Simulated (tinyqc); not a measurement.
Worked calculation: minority-electron transport through the base of a bipolar transistor (Moll-Ross and Kroemer integrals). Computed by tinyqc, a small Python program that keeps every step. Command: `OMP_NUM_THREADS=1 python tinyqc.py 3013603 3013604 out.jsonl base walk`. One thread of a shared host (Intel(R) Xeon(R) Processor @ 2.30GHz), about 0.01 s of CPU time with the checks. Intermediate numbers are printed to about 6 digits and carried at full precision; extremes and crossings named in words are read from the listed rows.

Low injection, one dimension, x from the emitter edge (0) to the collector edge (W), s = x/W. Recombination is treated as a small correction (valid for tau_B well below tau_n), computed from the stored charge.

Inputs (values chosen for the exercise, modelled on SiGe):

| quantity | value | unit |
|---|---|---|
| intrinsic density n_i at the emitter edge | 8e+10 | 1/cm^3 |
| base doping at the emitter edge N_0 | 7.4e+18 | 1/cm^3 |
| base width W | 290 | nm |
| mu_min | 120 | cm^2/(V s) |
| mu_max | 1080 | cm^2/(V s) |
| N_ref | 1.7e+17 | 1/cm^3 |
| saturation velocity v_s | 0.95 | 1e7 cm/s |
| electron lifetime tau_n | 200 | ns |
| emitter Gummel number G_E | 1.2e+14 | s/cm^4 |
| base-emitter voltage V_BE | 0.56 | V |
| temperature T | 300 | K |
| gap narrowing across the base dE_g | 33 | meV |

Base doping profile: uniform. Gap grading: linear. Exit of the base: saturation velocity.

Constants: k_B = 8.617333262e-05 eV/K; e = 1.602176634e-19 C.

## Profile and built-in field

N(x) = N_0; n_i(x)^2 = n_i^2 exp(s dE_g/k_B T); D(x) = (k_B T/e) mu, mu = mu_min + (mu_max - mu_min)/(1 + (N/N_ref)^0.7). Field that drives electrons towards the collector, averaged over the base: (k_B T/e) ln[N_0 n_i(W)^2/(N(W) n_i^2)]/W.

Across the base:

| s | N (1/cm^3) | n_i(x)^2/n_i^2 | D (cm^2/s) | y (s/cm^5) |
|---|---|---|---|---|
| 0.0 | 7.40e+18 | 1.00000 | 4.75315 | 1.55686e+18 |
| 0.2 | 7.40e+18 | 1.29085 | 4.75315 | 1.20608e+18 |
| 0.4 | 7.40e+18 | 1.66629 | 4.75315 | 9.34330e+17 |
| 0.6 | 7.40e+18 | 2.15093 | 4.75315 | 7.23811e+17 |
| 0.8 | 7.40e+18 | 2.77652 | 4.75315 | 5.60725e+17 |
| 1.0 | 7.40e+18 | 3.58406 | 4.75315 | 4.34385e+17 |

drift factor eta (potential drop in k_B T/e) = 1.27650

mean built-in field = 1.13793 kV/cm

## Collector current and transit time

With y(x) = N n_i^2/(D n_i(x)^2): base Gummel number G_B = int_0^W y dx + N(W) n_i^2/(v_s n_i(W)^2); J_C = e n_i^2 exp(e V_BE/k_B T)/G_B; n(x) = (J_C/e)(n_i(x)^2/(N n_i^2)) [int_x^W y dx + the same exit term]; transit time tau_B = (e/J_C) int n dx; trapezoid rule on 401 even points.

base Gummel number G_B = 2.57183e+13 s/cm^4

collector current density J_C = 0.101914 A/cm^2

base transit time tau_B = 62.0450 ps

share of the exit term in G_B = 0.845065 %

mean velocity W/tau_B = 0.0467403 1e7 cm/s

Plain diffusion with the D of the emitter edge would take W^2/(2D) = 88.5 ps, 1.43 times the result.

## Gain and speed

Emitter-limited gain beta_E = G_E/G_B; recombination-limited gain beta_R = tau_n/tau_B; 1/beta = 1/beta_E + 1/beta_R; f_T from the base alone = 1/(2 pi tau_B).

beta_E = 4.66594

beta_R = 3223.47

current gain beta = 4.65919

f_T from the base alone = 2.56515 GHz

The gain is limited mainly by hole injection into the emitter (100 % of the base current).

## What grading buys

The formulas are those given above.

The same base with other gradings:

| dE_g (meV) | dE_g/k_B T | G_B (s/cm^4) | J_C gain | tau_B (ps) | speed gain |
|---|---|---|---|---|---|
| 0 | 0.0000 | 4.59280e+13 | 1.0000 | 91.5204 | 1.00000 |
| 25 | 0.9670 | 2.92330e+13 | 1.5711 | 67.6562 | 1.35273 |
| 50 | 1.9341 | 2.00820e+13 | 2.2870 | 52.3702 | 1.74756 |
| 75 | 2.9011 | 1.47501e+13 | 3.1137 | 42.1161 | 2.17305 |
| 100 | 3.8682 | 1.14444e+13 | 4.0131 | 34.9363 | 2.61964 |
| 150 | 5.8023 | 7.76027e+12 | 5.9183 | 25.7794 | 3.55013 |
| 200 | 7.7363 | 5.83394e+12 | 7.8726 | 20.3107 | 4.50603 |
| 300 | 11.6045 | 3.89089e+12 | 11.8040 | 14.1972 | 6.44637 |

At 100 meV J_C rises by a factor 4.01 and the transit is 2.62 times faster; at 300 meV the factors are 11.80 and 6.45. For a uniform base without exit term both tend to be linear in dE_g/k_B T, J_C as x/(1 - exp(-x)) and the speed as x/2.

Checks made by the program: transit time against W^2/(D eta) [1 - (1 - exp(-eta))/eta] plus the exit term (relative difference 2e-07).
